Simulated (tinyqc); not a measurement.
Comparisons within one model: inversion layer as a triangular well, valleys of the Si type. A value that a table varies takes the place of the one given here.

Six ellipsoidal valleys with their long axes along the cube axes, mass ml along the axis and mt across it. For a valley whose axis makes the angle theta with the surface normal, 1/m_z = cos^2(theta)/ml + sin^2(theta)/mt sets the confinement; in the plane the masses are m_1 = mt and m_2 = ml mt/m_z, and m_d = sqrt(m_1 m_2).

The field is taken as constant, e F = 4 pi (e^2/4 pi eps0)(Nd + eta Ns)/eps, with 1e12/cm^2 = 1e-4/angstrom^2, and the oxide as a hard wall at z = 0; c = hbar^2/2m0.

Level j of a valley lies at E_j = a_j (c (e F)^2/m_z)^(1/3) above the band edge at the surface, with the Airy zeros a_j = 2.338107, 4.087949, 5.520560, 6.786708, 7.944134, 9.022651, 10.040174, 11.008524, 11.936016, 12.828777, and has <z> = 2 E_j/(3 e F).

Subband i holds n_i = g m_d/(2 pi c) kB T ln(1 + exp((EF - E_i)/kB T)) (spin included), and EF is fixed by sum n_i = Ns over the levels listed or, where none are listed, over j = 0 to 9 of each group; 1e12/cm^2 = 1e-4/angstrom^2.

Constants: hbar^2/2m0 = 3.80998211 eV angstrom^2; e^2/(4 pi eps0) = 14.39964547 eV angstrom; kB = 8.617333262e-05 eV/K.

Values chosen for the exercise (near those of Si; not measured data):
```
symbol  value                                unit         meaning
ml      0.916                                m0           longitudinal mass
mt      0.191                                m0           transverse mass
eps     11.9                                              dielectric constant
Nd      0.71                                 x 1e12/cm^2  depletion charge
eta     0.75                                              share of Ns in the effective field
face    100                                               surface
T       300                                  K            temperature
Nss     (0.5, 1, 2, 4, 7, 10, 14)            x 1e12/cm^2  sheet densities
Ns      1.5                                  x 1e12/cm^2  electron sheet density
Xu      9.4                                  eV           uniaxial deformation potential
nu2     0.77                                              2 C12/C11
es      (-0.4, -0.2, 0, 0.2, 0.4, 0.8, 1.2)  %            biaxial strain in the plane
Vox     3.15                                 eV           barrier of an SiO2-like oxide
mox     0.52                                 m0           mass in the oxide
```

## Raising the sheet density

Valleys (masses in m0):
```
valleys g  cos^2(theta)      m_z      m_1      m_2      m_d
2               1.00000  0.91600  0.19100  0.19100  0.19100
4               0.00000  0.19100  0.19100  0.91600  0.41828
```

The field, the ladders and EF anew for each Ns.

Results:
```
Ns (1e12/cm^2)  F (MV/cm)  lowest E (eV)  next - lowest (meV)  EF - lowest (meV)  share of lowest (%)  <z> (angstrom)
0.5                 0.165         0.0525                 36.0              -77.9                 39.6            32.1
1.0                 0.222         0.0640                 43.9              -54.2                 47.7            27.1
2.0                 0.336         0.0844                 57.9              -27.9                 60.3            21.6
4.0                 0.564         0.1192                 81.8                2.2                 75.9            16.5
7.0                 0.906         0.1634                112.2               31.5                 87.1            13.1
10.0                1.248         0.2024                138.9               54.8                 92.2            11.4
14.0                1.705         0.2491                170.9               82.6                 95.3            10.1
```

Levels scale as F^(2/3): the field grows by 10.33 and the lowest level by 4.74. The layer thins from 32.1 to 10.1 angstrom. EF passes the lowest edge between 2 and 4 e12/cm^2. The share of the lowest subband rises throughout: the spacing grows faster than the band fills.

## Biaxial strain

Strain e in the plane raises the four primed valleys against the two unprimed ones by D = Xu (1 + nu2) e; the field is kept. m_c averages 1/mt (unprimed) and (1/mt + 1/ml)/2 (primed) over the electrons.

Results:
```
e (%)  D (meV)  0' - 0 (meV)  unprimed share (%)  m_c (m0)  <z> (angstrom)
-0.4     -66.6         -15.4                12.4    0.2923            29.3
-0.2     -33.3          17.9                33.1    0.2597            27.1
0.0        0.0          51.2                63.0    0.2238            23.9
0.2       33.3          84.4                85.5    0.2026            21.5
0.4       66.6         117.7                95.5    0.1945            20.5
0.8      133.1         184.3                99.6    0.1913            20.1
1.2      199.7         250.8               100.0    0.1910            20.0
```

Without strain confinement alone splits the ladders by 51 meV and puts 63 % of the electrons into the two valleys that are light in the plane; under the largest tension the share is 100.0 %. m_c is 0.224 m0 without strain and 0.191 m0 there; moving all electrons can gain at most 17 % in 1/m_c. The ladders cross at e = -0.31 %, inside the table.

## Surface orientation

The same densities on four faces. m_c is the conductivity mass averaged over directions in the plane: 1/m_c = sum n_i (1/m_1 + 1/m_2)/2 / Ns.

Results:
```
face   valleys of lowest  lowest E (eV)  EF (eV)  share of lowest (%)  <z> (angstrom)  m_c (m0)
(100)                  2         0.0745   0.0353                 54.6            23.9     0.224
(110)                  4         0.1063   0.0413                 73.0            27.4     0.291
(111)                  6         0.1135   0.0424                 96.0            28.0     0.298
(211)                  2         0.0979   0.0410                 43.5            27.2     0.286
```

The lowest level is deepest on (100), where a valley axis lies closest to the normal, and the lightest conductivity mass is on (100) (0.224 m0, against 0.298 m0 on (111)). EF, counted from the band edge at the surface, is lowest on (100) and spans 7 meV.

## Four estimates of the lowest level

WKB: E = (c/m_z)^(1/3) (3 pi e F/2 x 3/4)^(2/3), <z> = 2E/(3 e F). Fang-Howard: psi = z exp(-b z/2) up to a norm, E = c b^2/(4 m_z) + 3 e F/b at its minimum b^3 = 6 e F m_z/c, <z> = 3/b. Finite barrier: flat height Vox and mass mox for z < 0, finite differences with psi and psi'/m continuous, cells of 0.05 angstrom from -15 to 300 angstrom. The last column is measured against Airy.

Lowest level:
```
method                E (eV)  <z> (angstrom)  E - Airy (meV)
Airy, hard wall       0.0745           17.81             0.0
WKB, hard wall        0.0740           17.67            -0.6
Fang-Howard           0.0789           18.86             4.4
finite oxide barrier  0.0721           16.93            -2.4
```

b = 0.1591 1/angstrom
probability in the oxide = 0.0004

WKB is off by -0.8 % and the variational function by +5.9 %, above the exact value as it must be; both ratios are independent of field and mass. The finite barrier lowers the level by 2.4 meV and brings the charge 0.9 angstrom closer; in energy that is less than the Fang-Howard error (4.4 meV).

## What each parameter does

Field, ladders and EF anew. Each row changes one parameter from the base and keeps the others.

Results:
```
case                    lowest E (eV)  EF (eV)  share of lowest (%)  <z> (angstrom)
base                           0.0745   0.0353                 54.6           23.90
Ns = 0.75 x 1e12/cm^2          0.0584  -0.0060                 43.8           29.30
Nd = 0.355 x 1e12/cm^2         0.0646   0.0215                 47.6           27.00
T = 260 K                      0.0745   0.0472                 61.8           22.78
ml = 1.008 m0                  0.0722   0.0332                 55.0           23.48
mt = 0.21 m0                   0.0745   0.0316                 52.7           23.79
eps = 10.7                     0.0800   0.0427                 58.3           22.50
```

The largest shifts from the base row, up to three for each result and ties (the steps differ in size, so this ranks the rows, not the parameters). lowest E (eV): Ns -0.0161, Nd -0.0100, eps +0.0055; unchanged at the printed digits by T and mt. EF (eV): Ns -0.0413, Nd -0.0138, T +0.0119. share of lowest (%): Ns -10.7, T +7.2, Nd -7.0. <z> (angstrom): Ns +5.40, Nd +3.10, eps -1.39.

Computed by tinyqc, a small Python program: `OMP_NUM_THREADS=1 python tinyqc.py 1251070 1251071 out.jsonl` (the numbers bound the seed that draws the inputs); one thread of a shared host (Intel(R) Xeon(R) Processor @ 2.30GHz), about 0.03 s for the whole set of steps.
